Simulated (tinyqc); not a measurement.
## Electron density from the filling shift

Question. At zero temperature the Burstein-Moss shift of one parabolic valley is (C/me + C/mh) kF^2 with kF = (3 pi^2 n)^(1/3), C = hbar^2/(2 m0). Find kF and n.

Inputs (values chosen for the exercise):
- me = 0.0785 m0 (electron mass)
- mh = 0.609 m0 (hole mass)

Constants: q = 1.602176634e-19 C, hbar = 1.054571817e-34 J s, m0 = 9.1093837015e-31 kg, hbar^2/(2 m0) = 0.0380998212 eV nm^2. Results are converted to the units shown.

filling shift = 346.70117 meV

Solution. The shift gives kF^2, and n = kF^3/(3 pi^2).

kF = 0.795 1/nm
n = 1.70e19 cm^-3

tinyqc, about 0.01 s, one thread, Intel Xeon 2.30GHz (shared host): `OMP_NUM_THREADS=1 python tinyqc.py 2330142 2330143 out.jsonl`
